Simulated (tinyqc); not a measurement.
Sweep of the shear strain: two-band k.p model of the Delta valleys near the X point under shear strain.

Valley pair on the [001] axis, kz counted from the X point, c = hbar^2/2m0, k0 = kx0 2 pi/a. H = (c kz^2/ml + c (kx^2 + ky^2)/mt + c k0^2/ml) 1 + (2 c k0 kz/ml) sigma_z + (D exy - 2 c kx ky/Mp) sigma_x, so E = c kz^2/ml + c (kx^2 + ky^2)/mt + c k0^2/ml -/+ sqrt((2 c k0 kz/ml)^2 + (D exy - 2 c kx ky/Mp)^2). Without strain the lower band has its minima, E = 0, at kz = +/- k0. Shifts from diagonal strain are left out.

For |eta| < 1: k_min = k0 sqrt(1 - eta^2), E_min = -Delta eta^2/2, ml(eta) = ml/(1 - eta^2), 1/m[110] = 1/mt + eta/Mp, 1/m[1-10] = 1/mt - eta/Mp. For |eta| > 1 the minimum sits at X: E_min = -Delta (2 |eta| - 1)/2, ml(eta) = ml/(1 - 1/|eta|), and eta is replaced by its sign in the transverse masses. Here Delta = 2 c k0^2/ml and eta = D exy/Delta.

Constants: hbar^2/2m0 = 3.80998211 eV angstrom^2.

Inputs chosen for the exercise (near those of Si; not measured data):
- a = 5.425 angstrom (lattice constant)
- ml = 0.94 m0 (longitudinal mass)
- mt = 0.2 m0 (transverse mass)
- kx0 = 0.151 2 pi/a (distance of the minimum from X)
- D = 14.9 eV (shear deformation potential)
- Mp = 0.227 m0 (coupling mass)

Delta = 2 c k0^2/ml, eta = D exy/Delta.

The minimum:
```
exy       eta  k_min/k0  E_min (meV)  ml(eta)  m[110]  m[1-10]  density-of-states mass
0.0000  0.000     1.000          0.0    0.940  0.2000   0.2000                   0.335
0.0017  0.102     0.995         -1.3    0.950  0.1835   0.2198                   0.337
0.0042  0.252     0.968         -7.9    1.004  0.1636   0.2572                   0.348
0.0083  0.499     0.867        -30.8    1.251  0.1389   0.3568                   0.396
0.0125  0.751     0.660        -70.0    2.157  0.1203   0.5915                   0.536
0.0150  0.901     0.433       -100.7    5.016  0.1115   0.9719                   0.816
0.0200  1.202     0.000       -174.0    5.595  0.1063   1.6815                   1.000
0.0266  1.599     0.000       -272.4    2.510  0.1063   1.6815                   0.766
```

The valleys reach X at eta = 1, that is exy = 0.0166. The shift is quadratic up to eta = 1 (-7.9 meV at eta = 0.25, -30.8 meV at 0.50) and linear beyond, while 1/m[110] rises linearly, taking m[110] from 0.200 to its floor 0.1063, a gain of 88 % in 1/m. ml(eta) diverges at eta = 1; the largest value listed is 5.60. A deformation-potential model with fixed masses misses all of this.

(tinyqc, `OMP_NUM_THREADS=1 python tinyqc.py 1050870 1050871 out.jsonl`, Intel(R) Xeon(R) Processor @ 2.30GHz, 1 thread, shared host, about 0.01 s.)
